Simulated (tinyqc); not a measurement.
# Input admittance of a MOSFET at zero drain bias: distributed channel and distributed gate: effects of single changes

Source and drain grounded, strong inversion, w = 2 pi f, Cox = eps0 eox/tox. The channel is an RC line of resistance 1/(mu Cox Vo) per square fed from both ends, so one finger has the intrinsic admittance y = i w Cox L tanh(g)/g per width, g = (1/2) sqrt(i w tau), tau = L^2/(mu Vo). The vertical resistance rv/L is in series with y, the overlaps 2 i w Cov in parallel: y_t = 1/(1/y + rv/L) + 2 i w Cov. The gate strip is a line of Rsh/L per length loaded by y_t, so a finger has Y = y_t Wf tanh(k)/k, k = (Wf/sd) sqrt(y_t Rsh/L); the device has Nf Y.

Parameters, values chosen for the exercise; values of the order met in silicon radio-frequency transistors: relative permittivity of the gate insulator (close to silicon dioxide) eox = 3.9; insulator thickness tox = 2.2 nm; channel length L = 0.47 um; finger width Wf = 12 um; number of fingers Nf = 1; channel mobility mu = 120 cm^2/(V s); gate overdrive Vo = 0.37 V; sheet resistance of the gate Rsh = 3.9 ohm/square; vertical resistivity of the gate stack rv = 2.7 ohm um^2; number of ends at which a finger is contacted sd = 1; overlap and fringe capacitance on each side Cov = 0.19 fF/um; frequency f = 1.5 GHz.

Constants: eps0 = 8.8541878128e-14 F/cm where lengths are in cm. Results are converted to the units shown.

Each table varies one quantity; the others keep the values above.

## Input impedance against frequency

Low-frequency limits, with c = Cox L and ct = c + 2 Cov: R_strip = Rsh Wf/(3 sd^2 L Nf), R_ch = (c/ct)^2 L/(12 mu Cox Vo Wf Nf), R_vert = (c/ct)^2 rv/(L Wf Nf), C = ct Wf Nf. Z = 1/(Nf Y) = R + 1/(i w C), Q = |Im Z|/R, far-point signal |1/cosh k|.

The same in every row: low-frequency R (ohm) = 75.982.

Input impedance against frequency:
```
f (GHz)	w tau	|k|	R (ohm)	C (fF)	Q	signal at the far point
0.01	0.0031260	0.024133	75.982	93.086	2250.2	1.0000
0.04	0.012504	0.048265	75.982	93.086	562.55	1.0000
0.1	0.031260	0.076314	75.982	93.086	225.02	0.99999
0.3	0.093781	0.13218	75.982	93.084	75.009	0.99991
0.8	0.25008	0.21582	75.978	93.072	28.133	0.99935
2	0.62521	0.34096	75.958	92.998	11.265	0.99599
6	1.8756	0.58620	75.765	92.310	3.7927	0.96630
20	6.2521	0.99762	74.058	85.854	1.2516	0.78415
40	12.504	1.2298	70.638	72.480	0.77715	0.63102
```

What does the table show?

R falls from 76.0 to 70.6 ohm and C falls from 93.1 to 72.5 fF. Q goes as f^(-1.00) between the first two rows and f^(-0.69) between the last two, where w tau = 12.5 and |k| = 1.23. The low-frequency limits hold both R and C within 5 % up to f = 6 GHz among the rows.

## Effect of the channel length

Same model as above.

Effect of the channel length:
```
L (um)	w tau	|k|	R (ohm)	low-frequency R (ohm)	C (fF)	Q	signal at the far point
0.03	0.0019104	0.38746	523.14	523.21	10.205	19.874	0.99810
0.058	0.0071408	0.34316	273.75	273.77	15.480	25.039	0.99881
0.11	0.025685	0.31838	150.54	150.56	25.273	27.887	0.99904
0.22	0.10274	0.30367	89.523	89.530	45.988	25.772	0.99892
0.42	0.37444	0.29632	75.025	75.036	83.634	16.910	0.99805
0.8	1.3585	0.29127	94.788	94.868	154.78	7.2322	0.99480
1.6	5.4341	0.27295	162.61	164.60	293.38	2.2240	0.98529
3	19.104	0.20519	263.03	299.45	398.77	1.0116	0.98545
```

As L goes from 0.03 to 3, R goes from 523 through a minimum of 75.0 (at L = 0.42 among the rows listed) to 263 ohm, C rises from 10.2 to 399 fF and Q goes from 19.9 through a maximum of 27.9 (at L = 0.11 among the rows listed) to 1.01. R_strip falls as 1/L while R_ch grows with L, which gives the minimum of R.

Program tinyqc, `OMP_NUM_THREADS=1 python tinyqc.py 2262182 2262183 out.jsonl`; Intel Xeon 2.30GHz, shared host, one thread, about 0.01 s.
